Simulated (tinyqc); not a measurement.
Mass and degeneracy from charge and saturation current.

Question. At high drain voltage only states moving towards the drain are filled: n = (N0/2) F_0(eta), N0 = gv m kB T/(pi hbar^2), F_0(x) = ln(1 + exp x), and I = q (N0/2) vT F_(1/2)(eta) per width, vT = sqrt(2 kB T/(pi m)), F_(1/2)(x) = (2/sqrt(pi)) int_0^infinity u^(1/2)/(1 + exp(u - x)) du. Find eta and m.

Inputs (values chosen for the exercise):
- T = 200 K (temperature)
- gv = 4 (valley degeneracy)

Constants: q = 1.602176634e-19 C, kB = 1.380649e-23 J/K, hbar = 1.054571817e-34 J s, m0 = 9.1093837015e-31 kg. Results are converted to the units shown.

n = 2.1025579e12 cm^-2
I = 520.59788 uA/um

Answer. The mass drops out of I^2/(q^2 n) = gv (kB T)^2 F_(1/2)^2/(pi^2 hbar^2 F_0), which rises with eta and so fixes it; n then gives m.

eta = 0.940
m = 0.115 m0

Computed by the program tinyqc: `OMP_NUM_THREADS=1 python tinyqc.py 2400121 2400122 out.jsonl`, one thread of a shared Intel Xeon 2.30GHz, about 0.01 s for the whole run.
